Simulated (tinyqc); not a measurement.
Inside a calculation: Brillouin zone and empty-lattice bands of the hcp structure. Values are carried at full precision from step to step, so a last printed digit may differ when a step is redone from the rounded ones.

Primitive vectors a1 = a (1,0,0), a2 = a (-1/2, sqrt3/2, 0), a3 = (0,0,c); atoms at 0 and a1/3 + 2 a2/3 + a3/2. Reciprocal vectors obey a_i.b_j = 2 pi delta_ij; k is given in units of 2 pi/a. Empty-lattice levels are c0 (2 pi/a)^2 |k + G|^2, c0 = hbar^2/2m0. Points: M = (1/2, 1/(2 sqrt3), 0), K = (2/3, 0, 0), A = (0, 0, a/2c), L = M + A, H = K + A.

Constants: hbar^2/2m0 = 3.80998211 eV angstrom^2; a0 (Bohr radius) = 0.5291772105 angstrom.

Parameters, chosen for this exercise (lattice near that of Mg; the results hold for these values, not for the real material):
- a = 3.235 angstrom (lattice constant)
- ca = 1.614 (c/a)
- Z = 2 (free electrons per atom)
- V1 = 1.14 eV (atomic form factor on the shell that bounds the zone)

## Reciprocal lattice

Give b1, b2, b3, the cell volume, the zone volume (2 pi)^3/V and the energy unit c0 (2 pi/a)^2.

b1, b2, b3 as rows (2 pi/a):
```
        1       2       3
1  1.0000  0.5774  0.0000
2  0.0000  1.1547  0.0000
3  0.0000  0.0000  0.6196
```

cell volume = 47.321 angstrom^3
zone volume = 5.2418 1/angstrom^3
energy unit = 14.3726 eV

## Shells of G and Bragg planes

List the first six shells of G with their number, the structure factor |sum over atoms of exp(i G.tau)|/(atoms per cell), and the distance |G|/2 of the Bragg plane from Gamma.

Shells:

| \|G\|^2 ((2 pi/a)^2) | number | structure factor | \|G\|/2 (2 pi/a) |
|---|---|---|---|
| 0.3839 | 2 | 0.0000 | 0.3098 |
| 1.3333 | 6 | 0.5000 | 0.5774 |
| 1.5355 | 2 | 1.0000 | 0.6196 |
| 1.7172 | 12 | 0.8660 | 0.6552 |
| 2.8688 | 12 | 0.5000 | 0.8469 |
| 3.4549 | 2 | 0.0000 | 0.9294 |

The structure factor vanishes at |G|^2 = 0.384 and 3.455: no first-order gap opens on those planes.

## The free-electron sphere

n = 2 Z/V, kF = (3 pi^2 n)^(1/3), EF = c0 kF^2, rs = (3/(4 pi n))^(1/3)/a0; compare kF with |k| of the points on the zone surface.

n = 0.08453 1/angstrom^3
kF = 0.6990 2 pi/a
EF = 7.023 eV
rs = 2.671

Points:

| point | \|k\| (2 pi/a) | kF/\|k\| | lowest level (eV) | levels below EF |
|---|---|---|---|---|
| M | 0.5774 | 1.211 | 4.791 | 2 |
| K | 0.6667 | 1.049 | 6.388 | 3 |
| A | 0.3098 | 2.257 | 1.379 | 2 |
| L | 0.6552 | 1.067 | 6.170 | 4 |
| H | 0.7351 | 0.951 | 7.767 | 0 |

The sphere passes beyond M, K, A and L but not H: electrons spill into higher bands while the corners of the first zone stay empty.

## Empty-lattice levels at Gamma, K and M

Give the five lowest values of |k + G|^2 with their degeneracy (spin not counted).

Levels:

| point | \|k + G\|^2 | degeneracy | E (eV) |
|---|---|---|---|
| Gamma | 0.0000 | 1 | 0.000 |
| Gamma | 0.3839 | 2 | 5.517 |
| Gamma | 1.3333 | 6 | 19.163 |
| Gamma | 1.5355 | 2 | 22.069 |
| Gamma | 1.7172 | 12 | 24.681 |
| K | 0.4444 | 3 | 6.388 |
| K | 0.8283 | 6 | 11.905 |
| K | 1.7778 | 3 | 25.551 |
| K | 1.9800 | 6 | 28.457 |
| K | 2.1617 | 6 | 31.069 |
| M | 0.3333 | 2 | 4.791 |
| M | 0.7172 | 4 | 10.308 |
| M | 1.0000 | 2 | 14.373 |
| M | 1.3839 | 4 | 19.890 |
| M | 1.8688 | 4 | 26.860 |

The lowest level is 3-fold at K and 2-fold at M: as many zones meet there, and these are the lowest sets at these points on which a weak potential acts.

## The gap at M

At M two waves k and k - G with G = 2k are degenerate at E0. With V = |V1| x structure factor of G the levels are E0 -/+ V, and the masses normal to the face are 1/(1 -/+ 2 E0/V).

structure factor = 0.5000
E0 = 4.791 eV

levels (eV): 4.221  5.361

masses normal to the face, lower and upper (m0): -0.0633  0.0561

EF of the free sphere, 7.02 eV, lies above the gap: the upper band holds electrons here (EF = c0 (3 pi^2 n)^(2/3) for 4 electrons a cell; its shift by the potential is neglected).

## Checks

- a_i.b_j/(2 pi) against the unit matrix: they agree to 1e-10 or better.

(tinyqc, `OMP_NUM_THREADS=1 python tinyqc.py 1881062 1881063 out.jsonl`, Intel(R) Xeon(R) Processor @ 2.30GHz, 1 thread, shared host, about 0.02 s.)
